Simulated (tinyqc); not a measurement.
# Q-state Potts model on a small periodic square lattice: enumeration, Metropolis, heat-bath and Wolff steps, step by step

A worked calculation. Computed by tinyqc, a small Python program that keeps every step. Command: `OMP_NUM_THREADS=1 python tinyqc.py 3112734 3112735 out.jsonl potts walk`. One thread of a shared host (Intel(R) Xeon(R) Processor @ 2.30GHz), about 0.08 s of CPU time with the checks. Intermediate numbers are printed to about 6 digits and carried at full precision; extremes and crossings named in words are read from the listed rows.

E = -J x (number of nearest-neighbour bonds with equal states); n x n sites with periodic edges have 2 n^2 bonds. Order parameter m = (q f - 1)/(q - 1), f being the largest share of one state. Sites are numbered row by row from 0. Here q = 4 and n = 3.

Inputs (values chosen for the exercise, for a model of domains or grain orientations): number of states q = 4; edge n = 3; coupling J = 18 meV; temperature T = 248 K; seed = 732299.

Update: heat bath.

Constants: k_B = 8.617333262e-05 eV/K.

## Scales

K = J/(k_B T); the infinite square lattice orders at K_c = ln(1 + sqrt(q)); Wolff bond probability p = 1 - exp(-K).

K = 0.842263

K_c = 1.09861

T_c of the infinite lattice = 190.132 K

p = 0.569266

## Density of states

All q^(n^2) states are counted by their number b of equal bonds; weights g(b) exp(K b), K = J/(k_B T). Per site: u = -J <b>/n^2, c/k_B = K^2 (<b^2> - <b>^2)/n^2.

States by number of equal bonds:
```
b    g(b)  probability
0    1056  1.26734e-05
1    6048  1.68513e-04
2   26568  1.71858e-03
3   45360  6.81200e-03
4   63936  2.22914e-02
5   48384  3.91637e-02
6   34884  6.55540e-02
7   19872  8.66971e-02
8   10368  1.05014e-01
9    2784  6.54656e-02
10   2052  1.12024e-01
11    432  5.47530e-02
12    288  8.47437e-02
14    108  1.71285e-01
18      4  1.84296e-01
```

The most probable level has b = 18 of 18 bonds.

## Exact averages

ln Z = ln sum g(b) exp(K b); entropy per site s/k_B = (ln Z - K <b>)/n^2.

<b> = 11.1933

energy u = -22.3866 meV/site

heat capacity c = 1.42356 k_B/site

entropy s = 0.978948 k_B/site

## Order parameter

The same sums with m: <m> and the Binder ratio U = 1 - <m^4>/(3 <m^2>^2).

<m> = 0.629722

Binder ratio U = 0.496881

## Eight single-site steps

start states:
```
[[1, 3, 0],
 [3, 3, 2],
 [2, 1, 0]]
```

random numbers, one row a step:
```
[[0.0534, 0.5713, 0.8249],
 [0.7830, 0.2672, 0.3704],
 [0.9410, 0.8369, 0.8110],
 [0.7480, 0.7073, 0.0237],
 [0.6462, 0.6572, 0.3365],
 [0.9310, 0.8963, 0.3925],
 [0.1753, 0.7051, 0.8201],
 [0.8859, 0.5635, 0.7971]]
```

Site = floor(r1 n^2). State c is drawn with probability exp(K k_c)/sum exp(K k), k_c the number of neighbours in state c: the first c whose cumulative probability reaches r2; r3 is not used.

Steps:
```
site  old  neighbours in each state    P(old)    P(new)  new
0       1                   1 0 1 2  0.090636  0.488520    3
7       1                   1 0 1 2  0.090636  0.090636    1
8       0                   1 1 2 0  0.210422  0.488520    2
6       2                   0 1 1 2  0.210422  0.488520    3
5       2                   1 0 1 2  0.210422  0.488520    3
8       2                   1 1 0 2  0.090636  0.488520    3
1       3                   1 1 0 2  0.488520  0.488520    3
7       1                   0 0 0 4  0.031200  0.906399    3
```

states afterwards:
```
[[3, 3, 0],
 [3, 3, 3],
 [3, 3, 3]]
```

## A longer run and its error bar

After 400 updates are discarded, b is recorded for 4000 sweeps of n^2 steps of the update named (random numbers not printed, so these rows are one sample). Records are averaged in blocks; the error is the scatter of block means over sqrt(number of blocks), and the last column its square over that for single records.

Blocking:
```
block length    mean b     error  variance ratio
1             11.22625  0.067172         1.00000
4             11.22625  0.106255         2.50217
16            11.22625  0.129925         3.74112
40            11.22625  0.120750         3.23141
100           11.22625  0.132582         3.89569
```

The run gives 11.226 +/- 0.121 (blocks of 40) against the exact 11.193, a difference of 0.3 error bars. Single records understate the error by a factor of about 1.8, because successive records are correlated.

## Across the transition

m and U = 1 - <m^4>/(3 <m^2>^2) from the same sums; K = K_c T_c/T.

Exact values for this lattice:
```
T/T_c  share of equal bonds  c (k_B/site)       <m>         U
0.50               0.999029       0.03874  0.999335  0.666546
0.70               0.985528       0.32687  0.989219  0.664286
0.85               0.945565       0.90265  0.955516  0.654798
0.95               0.892970       1.40626  0.907194  0.638595
1.00               0.858440       1.61963  0.874039  0.626098
1.10               0.778705       1.82864  0.794557  0.591632
1.25               0.659159       1.59038  0.669786  0.523088
1.50               0.521133       0.86995  0.519340  0.414918
2.00               0.405892       0.28627  0.391209  0.323174
3.00               0.336431       0.08243  0.317588  0.301231
```

c is largest, 1.83 k_B, at T/T_c = 1.1: on so small a lattice the transition is a broad bump. At T_c the infinite lattice has a share (1 + 1/sqrt(q))/2 = 0.750 of equal bonds, against 0.858 here. <m> stays at 0.32 at 3 T_c, since the largest share among 9 sites always exceeds 1/q on average.

Checks made by the program: number of states (relative difference below 1e-10).
